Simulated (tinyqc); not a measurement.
# Changing the trap density Q_t

Model: grain-boundary trapping model (Seto) of a polycrystalline semiconductor film. Computed by tinyqc, a small Python program. Command: `OMP_NUM_THREADS=1 python tinyqc.py 3001148 3001149 out.jsonl poly sweep`. One thread of a shared host (Intel(R) Xeon(R) Processor @ 2.30GHz), about 0.01 s of CPU time with the checks.

Grains of equal size L are joined by thin boundaries with one trap level. Trapped carriers deplete a width W on each side and raise a barrier, crossed by thermionic emission. Dopants are fully ionised, statistics are non-degenerate and mu_g does not depend on T.

Inputs (values chosen for the exercise, modelled on polycrystalline silicon):
```
quantity                                     value        unit
permittivity eps                              11.7           -
effective mass m                              0.31         m_0
effective density of states at 300 K, N_c  2.9e+19      1/cm^3
grain size L                                    23          nm
trap level E_t below the band edge             0.4          eV
doping N                                   8.6e+17      1/cm^3
mobility inside the grains mu_g                170  cm^2/(V s)
temperature T                                  350           K
```

Grain interior: resistance included.

Constants: k_B = 8.617333262e-05 eV/K; e = 1.602176634e-19 C; eps_0 = 8.8541878128e-12 F/m; m_0 = 9.1093837015e-31 kg; k_B = 1.380649e-23 J/K.

Method:
- N_c(T) = N_c (T/300 K)^(3/2). Filled traps Q = Q_t/(1 + (1/2) exp((E_t* - E_F)/k_B T)), where E_t* = e V_B - E_t and E_F are counted from the band edge at the grain centre. Partial depletion: Q = 2 N W, V_B = e N W^2/(2 eps eps_0), E_F = k_B T ln(N/N_c); solve for W. If that W would exceed L/2 the grain is fully depleted: W = L/2, Q = N L, and E_F follows from the trap equation. Centre density n_0 = N_c exp(E_F/k_B T).
- Boundary: sigma_b = L e^2 n_0 exp(-e V_B/k_B T)/sqrt(2 pi m k_B T); drift through the grain, depleted parts included: rho_g = [(1 - 2W/L) + (2W/L) int_0^1 exp(y^2 s^2) ds]/(e n_0 mu_g); rho = 1/sigma_b + rho_g. Mean carrier density n_av = n_0 [(1 - 2W/L) + (2W/L) (sqrt(pi)/2) erf(y)/y], y = sqrt(e V_B/k_B T); effective mobility 1/(e n_av rho).
- E_a = d ln(rho)/d(1/k_B T) from T - 5 K and T + 5 K; temperature coefficient d ln(rho)/dT.

One run for each value; columns: (1) trap density Q_t (1/cm^2); (2) resistivity rho (ohm cm); (3) barrier V_B (V); (4) effective mobility (cm^2/(V s)); (5) activation energy E_a (eV):
```
(1)              (2)       (3)     (4)       (5)
1.50e+11  6.1255e-02  0.000506  118.53  -0.00440
2.40e+11  6.1803e-02  0.001295  117.63  -0.00421
3.80e+11  6.3304e-02  0.003246  115.42  -0.00364
6.00e+11  6.7798e-02  0.008092  109.80  -0.00185
9.50e+11  8.4116e-02  0.020285   94.71   0.00474
1.50e+12  1.7260e-01  0.050559   57.92   0.02971
2.40e+12  1.5881e+02  0.087951   27.97   0.42394
3.80e+12  6.8566e+02  0.087951   27.97   0.42394
6.00e+12  1.5136e+03  0.087951   27.97   0.42394
```

Over the rows, resistivity rho (ohm cm) rises from 0.0613 to 1510 (exponent d ln y / d ln x 0.019 between the first rows and 1.7 between the last); barrier V_B (V) rises from 5.06e-4 to 0.0880, flat over part of the range; effective mobility (cm^2/(V s)) falls from 119 to 28.0, flat over part of the range. At the low end the exponent of barrier V_B is 2.00, close to 2: V_B = e Q_t^2/(8 eps eps_0 N). At the high end the exponent of barrier V_B is 0.00, close to 0: the barrier is set by N and L, or pinned by the trap level. Lowering Q_t, as passivation does, from the last row to the first cuts rho by 4.4 decades.

Caution (rows 1.50e11, 2.40e11, 3.80e11, 6.00e11, 9.50e11, 1.50e12): e V_B is below 2 k_B T, where the depletion approximation fails and the mean density does not balance the trapped charge.
